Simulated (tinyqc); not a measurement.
From results back to parameters: Brillouin zone and empty-lattice bands of the hcp structure. Four cases, with inputs chosen for the exercise.

Problem. At the centre of a zone face two plane waves are mixed by V > 0: levels E0 -/+ V, masses normal to the face 1/(1 -/+ 2 E0/V), E0 = c0 k^2, c0 = hbar^2/2m0. The gap and the mass of the upper band are given.

Constants: hbar^2/2m0 = 3.80998211 eV angstrom^2.

Case 1.

gap = 0.620000 eV
mass of the upper band = 0.0220883 m0

Case 2.

gap = 0.970000 eV
mass of the upper band = 0.0337426 m0

Case 3.

gap = 0.200000 eV
mass of the upper band = 0.0099778 m0

Case 4.

gap = 0.760000 eV
mass of the upper band = 0.0375133 m0

Find: V; E0; k; spacing of the lattice planes, pi/k.

Solution. V is half the gap; 2 E0/V = 1/m - 1; k = |G|/2 = pi/d.

Case 1.

V = 0.3100 eV
E0 = 6.862 eV
k = 1.3421 1/angstrom
spacing of the lattice planes, pi/k = 2.341 angstrom

Case 2.

V = 0.4850 eV
E0 = 6.944 eV
k = 1.3501 1/angstrom
spacing of the lattice planes, pi/k = 2.327 angstrom

Case 3.

V = 0.1000 eV
E0 = 4.961 eV
k = 1.1411 1/angstrom
spacing of the lattice planes, pi/k = 2.753 angstrom

Case 4.

V = 0.3800 eV
E0 = 4.875 eV
k = 1.1312 1/angstrom
spacing of the lattice planes, pi/k = 2.777 angstrom

Computed by tinyqc, one run a case: `OMP_NUM_THREADS=1 python tinyqc.py N N+1 out.jsonl` with N = 1850257, 1850383, 1850432, 1850461; one thread of a shared Intel(R) Xeon(R) Processor @ 2.30GHz, about 0.02 s a run at most.
